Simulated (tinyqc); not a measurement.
Resistance of a source-drain extension with a graded tip: two steps of the calculation.

y runs along the channel, the gate covers y > 0. The doping is N0 for y < y0 and N0 10^(-(y - y0)/la) beyond, uniform over the depth xj. Sheet conductance s(y) = q mu(N) max(N - Nch, 0) xj + (for y > 0) ma Cox Vo, with mu(N) = u0 + (u1 - u0)/(1 + (N/Nr)^au) and Cox = eps0 eox/tox. Current is taken as one-dimensional; depletion of the tip, spreading and the contact are left out. The metallurgical junction lies at yj, where N = Nch.

Inputs (values chosen for the exercise); mobility law close to that of holes in silicon:
```
symbol,value,unit,meaning
eox,3.9,,relative permittivity of the gate insulator (close to silicon dioxide)
tox,1.3,nm,insulator thickness
N0,3e20,cm^-3,active doping of the extension far from the gate
la,4.1,nm/decade,lateral abruptness
y0,2,nm,position under the gate where the fall begins (gate edge at 0)
xj,21,nm,depth of the extension
Nch,1.1e18,cm^-3,channel doping
Vo,0.58,V,gate overdrive
ma,56,cm^2/(V s),mobility of the gate-induced layer
u1,470.5,cm^2/(V s),mobility at low doping
u0,44.9,cm^2/(V s),mobility at high doping
Nr,2.23e17,cm^-3,reference doping
au,0.719,,exponent
Lg,60,nm,gate length
```

Constants: q = 1.602176634e-19 C, eps0 = 8.8541878128e-14 F/cm where lengths are in cm. Results are converted to the units shown.

Problem 1. Sheet resistances and junction position. yj = y0 + la log10(N0/Nch); sheet resistance of the full extension 1/[q mu(N0)(N0 - Nch) xj] and of the gate-induced layer 1/(ma Cox Vo); metallurgical length Lg - 2 yj; ye is where the doped and the gate-induced conductances are equal.

Wanted: yj; sheet resistance of the extension; sheet resistance of the induced layer; metallurgical length; ye; N at ye.

Solution 1.

yj = 11.99 nm
sheet resistance of the extension = 210.3 ohm/square
sheet resistance of the induced layer = 1.159e4 ohm/square
metallurgical length = 36.03 nm
ye = 9.761 nm
N at ye = 3.839e18 cm^-3

The gate takes over 2.23 nm before the junction, where N is still 3.49 times the channel doping.

Problem 2. Resistance of the overlapped part. Midpoint rule on 8 equal steps from 0 to yj: R_ov = sum h/s(y), per width.

Wanted: y; N; doped conductance; sheet resistance; R_ov.

Solution 2.

```
point  y (nm)  N (cm^-3)  doped conductance (uS)  sheet resistance (ohm/square)
0      0.7492   3.000e20                    4755                          206.6
1       2.247   2.611e20                    4158                          235.6
2       3.746   1.125e20                    1863                          512.9
3       5.244   4.852e19                   855.0                           1062
4       6.742   2.091e19                   403.7                           2041
5       8.241   9.016e18                   193.7                           3572
6       9.739   3.886e18                   87.40                           5758
7       11.24   1.675e18                   24.35                           9040
```

R_ov = 33.60 ohm um

tinyqc, about 0.03 s, one thread, Intel Xeon 2.30GHz (shared host): `OMP_NUM_THREADS=1 python tinyqc.py 2282273 2282274 out.jsonl`
